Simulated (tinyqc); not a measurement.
Free and trapped electrons in a MOS channel with a dense trap tail: two steps of the calculation.

p-type body, charge-sheet picture, full ionisation (an idealisation for deep acceptors), Boltzmann statistics for free electrons. e = Ec - EF at the surface. Acceptor-like traps of density D(E) = D0 + De exp(-E/Ew) at depth E below Ec, from 0 to Eu, hold n_t = integral of D(E)/(1 + exp((e - E)/Vt)). psi = Eg - Vt ln(Nv/Na) - e; N_dep = sqrt(2 eps0 eps_r Na (psi - Vt)/q); n_f = sqrt(N_dep^2 + 2 eps0 eps_r Vt Nc exp(-e/Vt)/q) - N_dep; Vg = Vfb + psi + q (N_dep + n_t + n_f)/Cox, Cox = eps0 eox/tox.

Parameters, values chosen for the exercise; band and dielectric values close to those of 4H silicon carbide:
- T = 300 K (temperature)
- Eg = 3.31 eV (band gap)
- eps_r = 9.88 (relative permittivity)
- Nc = 1.71e19 cm^-3 (conduction-band density of states at T)
- Nv = 2.5e19 cm^-3 (valence-band density of states at T)
- eox = 3.9 (relative permittivity of the insulator)
- tox = 56 nm (insulator thickness)
- Na = 4.4e16 cm^-3 (acceptor density)
- Vfb = -1.99 V (flat-band voltage without trapped charge)
- D0 = 5.5e10 cm^-2 eV^-1 (constant background density of acceptor-like traps)
- De = 4.4e12 cm^-2 eV^-1 (density of the tail at the conduction edge)
- Ew = 0.08 eV (decay energy of the tail)
- Eu = 0.56 eV (depth below Ec down to which the traps reach)
- mf = 84 cm^2/(V s) (mobility of free electrons)
- e = 0.123 eV (Ec - EF at the surface)

Constants: q = 1.602176634e-19 C, kB = 1.380649e-23 J/K, Vt = kB T/q, eps0 = 8.8541878128e-14 F/cm where lengths are in cm. Results are converted to the units shown.

Problem 1. Trapped charge. Trapezoid rule on 13 equal steps from 0 to Eu, f = 1/(1 + exp((e - E)/Vt)).

Wanted: E; D(E) f; n_t.

Solution 1.

| point | E (eV) | D(E) f (cm^-2 eV^-1) |
|---|---|---|
| 0 | 0 | 3.792e10 |
| 1 | 0.04308 | 1.140e11 |
| 2 | 0.08615 | 3.012e11 |
| 3 | 0.1292 | 5.206e11 |
| 4 | 0.1723 | 4.924e11 |
| 5 | 0.2154 | 3.434e11 |
| 6 | 0.2585 | 2.277e11 |
| 7 | 0.3015 | 1.564e11 |
| 8 | 0.3446 | 1.142e11 |
| 9 | 0.3877 | 8.957e10 |
| 10 | 0.4308 | 7.518e10 |
| 11 | 0.4738 | 6.678e10 |
| 12 | 0.5169 | 6.187e10 |
| 13 | 0.5600 | 5.901e10 |

n_t = 1.125e11 cm^-2

Problem 2. Charges and gate voltage. psi, N_dep, n_f and Vg as defined, with the n_t given; free share n_f/(n_f + n_t); apparent mobility mf n_f/(n_f + n_t); gate voltage spent on traps q n_t/Cox.

n_t = 1.1250737e11 cm^-2

Give: psi; N_dep; n_f; Vg; free share; apparent mobility; gate voltage spent on traps.

Solution 2.

psi = 3.023 V
N_dep = 1.200e12 cm^-2
n_f = 1.714e10 cm^-2
Vg = 4.488 V
free share = 13.22 %
apparent mobility = 11.11 cm^2/(V s)
gate voltage spent on traps = 0.2923 V

tinyqc, about 0.02 s, one thread, Intel Xeon 2.30GHz (shared host): `OMP_NUM_THREADS=1 python tinyqc.py 2222123 2222124 out.jsonl`
